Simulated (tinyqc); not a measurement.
Carrier lifetime from Shockley-Read-Hall, radiative, Auger and surface recombination: one step, computed by the program tinyqc. Command: `OMP_NUM_THREADS=1 python tinyqc.py 3019763 3019764 out.jsonl lifetime walk`. One thread of a shared host (Intel(R) Xeon(R) Processor @ 2.30GHz), about 0.02 s of CPU time with the checks.

Energies are counted from the top of the valence band. Boltzmann statistics, full ionisation, and equal excess densities of electrons and holes.

Problem. Surface lifetime. The slowest diffusion mode has x tan x = S W/(2 D) with 0 < x < pi/2 (bisection), and tau_s = W^2/(4 x^2 D). The common approximation is W/(2 S) + W^2/(pi^2 D).

Inputs (values chosen for the exercise, with bands modelled on germanium): diffusion coefficient D = 6.9 cm^2/s; surface velocity S = 1100 cm/s; thickness W = 9.6 micrometre.

Doping: n-type. Surface term: two equal surfaces.

Give: x; tau_s; approximate tau_s.

Solution.

x = 0.27315

tau_s = 4.4755e-07 s

approximate tau_s = 4.4990e-07 s

The approximation is off by 0.52 %. Recombination at the surfaces limits: tau_s is close to W/2S.
